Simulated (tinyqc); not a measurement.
Fully depleted semiconductor-on-insulator film with two gates, non-linear Poisson equation by Newton steps: charge against front-gate voltage.

One dimension across the film, front interface at x = 0, back interface at x = ts. psi is counted from the intrinsic level, n = ni exp(psi/Vt) (source grounded), holes neglected, acceptors ionised. Gates act through Cox = eps0 eox/tox and Cbox = 3.9 eps0/tb with potentials G1 = Vg - (phiM - chi - Vt ln(Nc/ni)) and G2 = Vb - (phiB - chi - Vt ln(Nc/ni)). Classical Boltzmann densities, no interface charge, no depletion in the back plane.

ni = sqrt(Nc Nv) exp(-Eg/(2 Vt)), Eg in volts. The Poisson equation eps0 eps_r d2psi/dx2 = q (n + Na), with -eps0 eps_r dpsi/dx = Cox (G1 - psi) at x = 0 and eps0 eps_r dpsi/dx = Cbox (G2 - psi) at x = ts, is solved on 300 equal intervals with half boxes at both ends; N_inv is the trapezoid sum of n. Swing = ln 10/(d ln N_inv/dVg); the last column is (dN_inv/dVb)/(dN_inv/dVg).

Parameters, values chosen for the exercise; band and dielectric values close to those of silicon: temperature T = 350 K; band gap Eg = 1.14 eV; relative permittivity eps_r = 11.5; conduction-band density of states at T Nc = 3.47e19 cm^-3; valence-band density of states at T Nv = 3.39e19 cm^-3; electron affinity chi = 4.03 eV; relative permittivity of the gate insulator (close to silicon dioxide) eox = 3.9; insulator thickness tox = 1.2 nm; film thickness ts = 20 nm; buried-oxide thickness (eps_r 3.9) tb = 8.2 nm; acceptor density of the film Na = 1e15 cm^-3; work function of the front gate phiM = 4.57 eV; work function of the back plane phiB = 4.53 eV; back-gate voltage Vb = 0.4 V.

Constants: q = 1.602176634e-19 C, kB = 1.380649e-23 J/K, Vt = kB T/q, eps0 = 8.8541878128e-14 F/cm where lengths are in cm. Results are converted to the units shown.

Result of one run:
```
psi front (V),psi back (V),N_inv (cm^-2),centroid/ts,swing (mV/decade),q dN_inv/dVg over Cox,back/front leverage
0.495,0.426,1.11e12,0.302,289,0.493,0.208
```

Which front-gate voltage Vg gave this result: 0.22, 0.37, 0.52, 0.67 or 0.82 V?

Vg = 0.52 V.

The whole series:
```
Vg (V),psi front (V),psi back (V),N_inv (cm^-2),centroid/ts,swing (mV/decade),q dN_inv/dVg over Cox,back/front leverage
-0.08,-0.0112,0.207,5.55e7,0.862,123,5.79e-5,0.772
0.07,0.128,0.282,9.61e8,0.811,119,0.00103,0.707
0.22,0.266,0.356,1.79e10,0.719,120,0.0191,0.598
0.37,0.397,0.409,2.25e11,0.536,168,0.172,0.391
0.52,0.495,0.426,1.11e12,0.302,289,0.493,0.208
0.67,0.552,0.429,2.77e12,0.179,499,0.713,0.154
0.82,0.586,0.431,4.85e12,0.124,763,0.815,0.136
0.97,0.610,0.431,7.12e12,0.0942,1.05e3,0.867,0.129
1.12,0.627,0.431,9.50e12,0.0763,1.36e3,0.898,0.125
```

N_inv passes 1e11 cm^-2 at Vg = 0.316 V. The swing starts at 123 mV a decade, against (1 + k) Vt ln 10 = 75.0 for a front channel with k = Cs Cbox/(Cox (Cs + Cbox)) = 0.0801, Cs = eps0 eps_r/ts; above threshold this column is no longer a subthreshold swing. The centroid falls from 0.862 to 0.0763 of ts and the leverage of the back gate falls from 0.772 to 0.125. For Vg = 0.67, 0.82, 0.97, 1.12 the density at an interface exceeds 0.3 Nc, where Boltzmann statistics fail. For Vg = -0.08, 0.82, 0.97, 1.12 the classical centroid lies within 3 nm of an interface, where confinement, left out, would push it away.

Computed by the program tinyqc: `OMP_NUM_THREADS=1 python tinyqc.py 2190136 2190137 out.jsonl`, one thread of a shared Intel Xeon 2.30GHz, about 0.5 s for the whole run.
